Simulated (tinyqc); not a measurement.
Slope factor and drain-induced lowering from three currents.

Question. With source and body at 0 V, I = A exp((Vg + dd Vd)/(nf Vt)) (1 - exp(-Vd/Vt)). Find nf, the swing nf Vt ln 10 and dd.

Inputs (values chosen for the exercise):
```
symbol,value,unit,meaning
T,358,K,temperature
```

Constants: q = 1.602176634e-19 C, kB = 1.380649e-23 J/K, Vt = kB T/q. Results are converted to the units shown.

currents at (Vg, Vd) = (0, 0.05), (0, 0.7) and (0.12, 0.7) V (nA/um): [0.74058006, 2.7089671, 46.331626]

Answer. The pair at equal Vd gives nf; the pair at equal Vg, after dividing out the factors 1 - exp(-Vd/Vt), gives dd.

nf = 1.370
swing = 97.32 mV/decade
dd = 0.07000

tinyqc, about 0.04 s, one thread, Intel Xeon 2.30GHz (shared host): `OMP_NUM_THREADS=1 python tinyqc.py 2242065 2242066 out.jsonl`
